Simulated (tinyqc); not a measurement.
Conductivity against temperature: Debye-Callaway model of lattice thermal conductivity. Computed by tinyqc, a small Python program. Command: `OMP_NUM_THREADS=1 python tinyqc.py 3011542 3011543 out.jsonl callaway walk`. One thread of a shared host (Intel(R) Xeon(R) Processor @ 2.30GHz), about 0.01 s of CPU time with the checks.

Three acoustic branches with one velocity v, cut at omega_D = k_B Theta/hbar; x = hbar omega/(k_B T). v and Theta are separate inputs: Theta cuts off the heat-carrying modes, so C need not reach 3 k_B/V. gamma is an effective value that sets the umklapp rate. Heat flows along the film.

Inputs (values chosen for the exercise, modelled on germanium):
```
quantity                              value        unit
sound velocity v                       3840         m/s
Debye temperature Theta                 363           K
volume per atom V                      22.6  angstrom^3
mean atomic mass M                    72.63           u
effective Grueneisen parameter gamma   2.12           -
umklapp exponent divisor b              2.5           -
alloy fraction f                       0.48           -
mass difference Delta M                47.5           u
film thickness t                       0.02  micrometre
specularity p                           0.4           -
normal-process factor f_N               1.8           -
```

Sample: film. Point defects: alloy. Normal processes: included.

Constants: k_B = 1.380649e-23 J/K; hbar = 1.054571817e-34 J s; u = 1.6605390666e-27 kg.

Method:
- For a random alloy on all sites Gamma = f (1 - f) (Delta M/M)^2, with M the mean mass; strain-field scattering is left out. A = V Gamma/(4 pi v^3).
- Rates: point defects A omega^4; umklapp B omega^2 T exp(-Theta/(b T)) with B = hbar gamma^2/(M v^2 Theta); normal processes f_N B omega^2 T (T/Theta)^2. Film: the bulk time tau of each mode, from the resistive rates above, is multiplied by the Fuchs-Sondheimer factor F = (3/2) int_0^1 (1 - u^2) [1 - (1 - p) (u/d) (1 - E)/(1 - p E)] du, with E = exp(-d/u), d = t/(v tau), by 48 Gauss-Legendre points in z with u = z^4; the boundary rate is defined as 1/(F tau) - 1/tau.
- kappa_1 = c int tau_C g dx, g = x^4 e^x/(e^x - 1)^2, c = (k_B/(2 pi^2 v)) (k_B T/hbar)^3, over 0 < x < min(Theta/T, 40), by 96 Gauss-Legendre points in s with x = x_max s^2; 1/tau_C = 1/tau_R + 1/tau_N; kappa_2 = c [int (tau_C/tau_N) g dx]^2 / int (tau_C/(tau_N tau_R)) g dx; kappa = kappa_1 + kappa_2.

Rayleigh coefficient A = 3.39082e-42 s^3

Kappa (W/(m K)):
```
T (K)  all processes  without point defects
22            1.3144                 10.694
36            2.2739                 28.112
62            3.3262                 58.077
110           4.0122                 65.542
180           4.0688                 48.935
290           3.5909                 30.881
470           2.5965                 17.882
```

What does the comparison show, and why?

kappa peaks among these rows at 180 K (T/Theta = 0.496) with 4.07 W/(m K). The exponent d ln kappa/d ln T is 1.11 at the cold end and -0.67 at the hot end, flatter than 1/T since point defects or boundaries still cut part of the spectrum. The normal rate is taken to grow as T^3 at all T, which overstates it above Theta. Point defects cost most at 62 K, a factor 17.5.

Extremes, crossings and ranges named in words are read from the listed rows.
